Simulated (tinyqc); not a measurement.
Changing the layer width W: avalanche multiplication and breakdown of a junction from ionisation integrals. Computed by tinyqc, a small Python program. Command: `OMP_NUM_THREADS=1 python tinyqc.py 3009444 3009445 out.jsonl impact sweep`. One thread of a shared host (Intel(R) Xeon(R) Processor @ 2.30GHz), about 0.03 s of CPU time with the checks.

Ionisation coefficients follow the local field. Position x runs through the depletion layer from the p side (x = 0), where electrons enter, to the n side (x = w), where holes enter. The built-in voltage is neglected.

Inputs (values chosen for the exercise, modelled on InP):

| quantity | value | unit |
|---|---|---|
| electron prefactor a_n | 5.57e+06 | 1/cm |
| electron field b_n | 3.09e+06 | V/cm |
| hole prefactor a_p | 2.02e+06 | 1/cm |
| hole field b_p | 2.35e+06 | V/cm |
| exponent c | 1 | - |
| permittivity eps | 12.5 | - |
| bias as a fraction of the breakdown voltage | 0.96 | - |

Junction: p-i-n with uniform field.

Constants: e = 1.602176634e-19 C; eps_0 = 8.8541878128e-12 F/m.

Method:
- alpha_n = a_n exp(-(b_n/F)^c), alpha_p = a_p exp(-(b_p/F)^c).
- Uniform field F = F_m, w = W, V = F_m W.
- With Phi(x) = int_0^x (alpha_n - alpha_p) dx': 1 - 1/M_n = I_n = int_0^w alpha_n exp(-Phi) dx and M_p = M_n exp(-Phi(w)); trapezoid rule on 401 even points; breakdown at I_n = 1.
- Solve I_n(F_m) = 1.
- Bias V = fraction times the breakdown voltage.
- M_n = 1/(1 - I_n), M_p = M_n exp(-Phi(w)); McIntyre excess noise for the carrier with the larger M, F_x = k M + (1 - k)(2 - 1/M), with k = (smaller M - 1)/(larger M - 1).

One run for each value:

| layer width W (micrometre) | breakdown voltage (V) | critical field F_m (MV/cm) | ratio k = alpha_p/alpha_n | M_n |
|---|---|---|---|---|
| 0.15 | 10.41 | 0.69416 | 1.0531 | 6.3851 |
| 0.28 | 16.76 | 0.59853 | 1.2487 | 5.2181 |
| 0.52 | 27.37 | 0.52633 | 1.4794 | 4.3760 |
| 0.97 | 45.50 | 0.46912 | 1.7562 | 3.7389 |
| 1.80 | 76.20 | 0.42331 | 2.0830 | 3.2523 |
| 3.40 | 130.74 | 0.38454 | 2.4846 | 2.8600 |
| 6.20 | 219.36 | 0.35380 | 2.9366 | 2.5639 |
| 12.00 | 390.16 | 0.32513 | 3.5314 | 2.3011 |
| 22.00 | 665.60 | 0.30254 | 4.1855 | 2.1045 |

Over the rows, breakdown voltage (V) rises from 10.4 to 666 (exponent d ln y / d ln x 0.76 between the first rows and 0.88 between the last); critical field F_m (MV/cm) falls from 0.694 to 0.303 (exponent d ln y / d ln x -0.24 between the first rows and -0.12 between the last); ratio k = alpha_p/alpha_n rises from 1.05 to 4.19 (exponent d ln y / d ln x about 0.28 throughout). At the high end the exponent of breakdown voltage is 0.88, close to 0.86: the W^(6/7) rule of p-i-n diodes.

Caution (rows 0.150): in a layer this thin the dead space before a carrier can ionise, and tunnelling, make the local model unreliable.
